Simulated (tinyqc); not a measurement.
## Gain factor and gap resistance from two string resistances

Inverse problem. At small bit-line voltage each of the 64 cells has the resistance 1/(K x) at overdrive x (no mobility reduction) in series with a gap resistance Rg. Find K, Rg and the share of the gaps at the higher overdrive.

resistance of a string of 64 equal cells at overdrives of 4.4 and 8.6 V (kohm): 2904.4644  2048.6097

Answer. The resistance per cell is a straight line in 1/x with slope 1/K and intercept Rg.

K = 8.300 uA/V^2
Rg = 18.00 kohm
share of the gaps = 56.23 %

Program tinyqc, `OMP_NUM_THREADS=1 python tinyqc.py 2142171 2142172 out.jsonl`; Intel Xeon 2.30GHz, shared host, one thread, about 0.5 s.
